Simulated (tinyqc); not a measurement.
## LED efficiency against current

ABC model of an LED: J = q da (A n + Ba n^2 + Ca n^3), IQE = Ba n^2/(A n + Ba n^2 + Ca n^3), differential lifetime 1/(A + 2 Ba n + 3 Ca n^2).

Values chosen for this exercise:
```
symbol    value    unit                                    meaning
A         3.1e5     1/s     defect coefficient of the active layer
Ba      3.8e-10  cm^3/s  radiative coefficient of the active layer
Ca      2.6e-31  cm^6/s      Auger coefficient of the active layer
da           11      nm              thickness of the active layer
```

Constants: q = 1.602176634e-19 C. Results are converted to the units shown.

Result of one run:

| n (cm^-3) | IQE (%) | defect share (%) | Auger share (%) | differential lifetime (ns) |
|---|---|---|---|---|
| 1.7180e19 | 98.834 | 0.0046931 | 1.1618 | 0.075260 |

Which current density J gave this result: 0.3, 1, 20, 80 or 20000 A/cm^2?

J = 20000 A/cm^2.

The whole series:

| J (A/cm^2) | n (cm^-3) | IQE (%) | defect share (%) | Auger share (%) | differential lifetime (ns) |
|---|---|---|---|---|---|
| 0.3 | 6.6521e16 | 98.784 | 1.2114 | 0.0044961 | 19.658 |
| 1 | 1.2178e17 | 99.326 | 0.66536 | 0.0082764 | 10.767 |
| 5 | 2.7281e17 | 99.683 | 0.29809 | 0.018607 | 4.8146 |
| 20 | 5.4597e17 | 99.814 | 0.14914 | 0.037286 | 2.4069 |
| 80 | 1.0921e18 | 99.851 | 0.074585 | 0.074614 | 1.2030 |
| 300 | 2.1146e18 | 99.817 | 0.038509 | 0.14442 | 0.62079 |
| 1000 | 3.8587e18 | 99.716 | 0.021082 | 0.26326 | 0.33961 |
| 6000 | 9.4344e18 | 99.350 | 0.0085907 | 0.64132 | 0.13812 |
| 20000 | 1.7180e19 | 98.834 | 0.0046931 | 1.1618 | 0.075260 |

The IQE goes from 98.8 through a maximum of 99.9 (at J = 80 A/cm^2 among the rows listed) to 98.8 %. The exact peak, Q/(Q + 2) = 99.9 % with Q = Ba/sqrt(A Ca) = 1340, lies at n = sqrt(A/Ca) = 1.09e18 cm^-3, J = 80.0 A/cm^2, where the defect and Auger shares are equal. n goes as J^(0.50) at the low end and J^(0.50) at the high end.

Computed by the program tinyqc: `OMP_NUM_THREADS=1 python tinyqc.py 2300053 2300054 out.jsonl`, one thread of a shared Intel Xeon 2.30GHz, about 0.01 s for the whole run.
